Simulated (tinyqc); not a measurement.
# Changing the height a

Model: ballistic transport through the one-dimensional subbands of a rectangular nanowire or nanosheet channel. Computed by tinyqc, a small Python program. Command: `OMP_NUM_THREADS=1 python tinyqc.py 3028615 3028616 out.jsonl wire sweep`. One thread of a shared host (Intel(R) Xeon(R) Processor @ 2.30GHz), about 0.03 s of CPU time with the checks.

Hard walls, parabolic subbands, transport along x. Energies are counted from the bulk conduction band edge at the top of the barrier, which the gate pulls down by U; the source Fermi level lies at the bulk edge when U = 0.

Inputs (values chosen for the exercise, modelled on In0.53Ga0.47As):
```
quantity                                   value  unit
mass m                                     0.046   m_0
width b                                       11    nm
equivalent oxide thickness t                 2.4    nm
gate voltage above flat band V_G            0.64     V
drain voltage V_D                           0.05     V
temperature T                                 77     K
mean free path for back-scattering lambda    7.7    nm
channel length L                             8.1    nm
```

Valleys: single isotropic valley.

Constants: hbar^2/(2 m_0) = 3.80998212 eV angstrom^2; k_B = 8.617333262e-05 eV/K; m_0 = 9.1093837015e-31 kg; k_B = 1.380649e-23 J/K; hbar = 1.054571817e-34 J s; eps_0 = 8.8541878128e-12 F/m; e = 1.602176634e-19 C; h = 6.62607015e-34 J s.

Method:
- E_pq = (hbar^2 pi^2/2)(p^2/(m_y b^2) + q^2/(m_z a^2)); m_x = m_y = m_z = m, degeneracy g = 1; the 10 lowest subbands are kept.
- F_j(eta) = (1/Gamma(j + 1)) int_0^infinity x^j/(1 + exp(x - eta)) dx, F_0 = ln(1 + exp(eta)). Integrals over x = E/(k_B T) use 160 Gauss-Legendre points in u = sqrt(x) from 0 to sqrt(max(eta, 0) + 32).
- With degeneracy g = 1, eta_i = (U - E_i)/(k_B T) and u = e V_D/(k_B T): line density n = sum_i g sqrt(2 m_x k_B T/pi)/(2 hbar) [F_-1/2(eta_i) + F_-1/2(eta_i - u)]; gate: e n = C_ox (V_G - U/e), C_ox = 3.9 eps_0 2 (a + b)/t (flat-plate estimate); I = (2 e k_B T/h) sum_i g [F_0(eta_i) - F_0(eta_i - u)].
- Linear conductance G = (2 e^2/h) sum_i g f(eta_i), g = 1, f = 1/(1 + exp(-eta_i)), with the barrier frozen at the eta_i above; current per perimeter I/(2(a + b)); with scattering, transmission lambda/(lambda + L) and low-bias resistance (1 + L/lambda)/G.

One run for each value; columns: (1) height a (nm); (2) current per perimeter (microampere/micrometre); (3) ballistic current I (microampere); (4) line density n (1/nm); (5) mean velocity I/(e n) (1e7 cm/s); (6) open modes sum g f:
```
(1)      (2)     (3)      (4)     (5)     (6)
4.1   117.77   3.557  0.09522  2.3312  0.9995
5.3   119.97   3.911  0.28094  0.8689  1.0695
6.8   212.04   7.549  0.44130  1.0676  1.9997
8.7   197.41   7.778  0.56294  0.8624  2.0567
11.0  264.14  11.622  0.76907  0.9432  3.0000
14.0  241.91  12.095  0.91588  0.8243  3.7223
```

What does the table show, and why?

Over the rows, current per perimeter (microampere/micrometre) lies between 118 and 264 without a single trend; ballistic current I (microampere) rises from 3.56 to 12.1 (exponent d ln y / d ln x 0.37 between the first rows and 0.17 between the last); line density n (1/nm) rises from 0.0952 to 0.916 (exponent d ln y / d ln x 4.2 between the first rows and 0.72 between the last). V_G is held fixed; thinning the wire lifts the subbands as 1/a^2, which acts as a threshold shift. Left out: 2.50, 3.20 (the wire is off).

Caution (rows 4.10, 5.30, 6.80, 8.70): confinement energies this large call for non-parabolicity and barrier penetration, which lower the subbands and raise the mass.

Extremes, crossings and ranges named in words are read from the listed rows.
